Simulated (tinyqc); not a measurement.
Band bending at a free surface with one surface level, surface photovoltage and Kelvin probe: two steps of the calculation.

n-type bulk, xi = Ec - EF = Vt ln(Nc/Nd), p0 = ni^2/Nd, ni = sqrt(Nc Nv) exp(-Eg/(2 Vt)), Eg in volts. b is the upward band bending, u = b/Vt. Space charge per area, in units of q: Qc = sign(b) sqrt((2 eps0 eps_r Vt/q) [(Nd + dn)(exp(-u) - 1) + Nd u + (p0 + dn)(exp(u) - 1)]), with dn the excess density under light (flat quasi-Fermi levels; 0 in the dark). The level holds -Ns f, f = 1/(1 + exp((xi + b - Es)/Vt)). Neutrality: Qc + Qf + (charge of the states) = 0.

Inputs (values chosen for the exercise); band and dielectric values close to those of silicon: temperature T = 350 K; band gap Eg = 1.14 eV; relative permittivity eps_r = 11.6; conduction-band density of states at T Nc = 3.5e19 cm^-3; valence-band density of states at T Nv = 3.39e19 cm^-3; electron affinity chi = 4 eV; donor density Nd = 9.7e17 cm^-3; fixed positive charge at the surface Qf = 1.5e10 cm^-2; work function of the probe tip pt = 4.93 eV; density of an acceptor-like surface level Ns = 4.8e12 cm^-2; its depth below the conduction edge Es = 0.37 eV.

Constants: q = 1.602176634e-19 C, kB = 1.380649e-23 J/K, Vt = kB T/q, eps0 = 8.8541878128e-14 F/cm where lengths are in cm. Results are converted to the units shown.

Task 1. Bulk quantities. xi, ni, p0, the Debye length sqrt(eps0 eps_r Vt/(q Nd)) and the flat-band work function chi + xi.

Find: xi; ni; p0; Debye length; chi + xi.

Result 1.

xi = 0.10815 eV
ni = 2.1355e11 cm^-3
p0 = 47013 cm^-3
Debye length = 4.4646 nm
chi + xi = 4.1082 eV

Task 2. Work function and Kelvin-probe reading. Work function chi + xi + b; contact potential difference CPD = (work function of the sample) - pt. Depth of EF below Ec at the surface: xi + b. Depletion width Qc/Nd.

converged b = 0.27804209 V

Find: xi + b; Qc; Qc/Nd; work function; CPD.

Result 2.

xi + b = 0.38619 eV
Qc = 1.7558e12 cm^-2
Qc/Nd = 18.101 nm
work function = 4.3862 eV
CPD = -543.81 mV

The level is 36.9 % filled: the Fermi level is pinned at it.

Computed by the program tinyqc: `OMP_NUM_THREADS=1 python tinyqc.py 2430109 2430110 out.jsonl`, one thread of a shared Intel Xeon 2.30GHz, about 0.01 s for the whole run.
